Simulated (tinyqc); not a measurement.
# Inductance and parasitic capacitance from two readings

Problem. A loss-free coil L in parallel with C shows the apparent inductance L/(1 - w^2 L C), w = 2 pi f. Find L, C and the self-resonance 1/(2 pi sqrt(L C)).

apparent inductance at 3.1 and 6.8 GHz (nH): 1.5852371  3.1981613

Solution. The inverse of the reading is 1/L - w^2 C, a straight line in w^2.

L = 1.400 nH
C = 220.0 fF
self-resonance = 9.069 GHz

Numbers from tinyqc (`OMP_NUM_THREADS=1 python tinyqc.py 2302046 2302047 out.jsonl`; about 0.01 s on one thread of a shared Intel Xeon 2.30GHz).
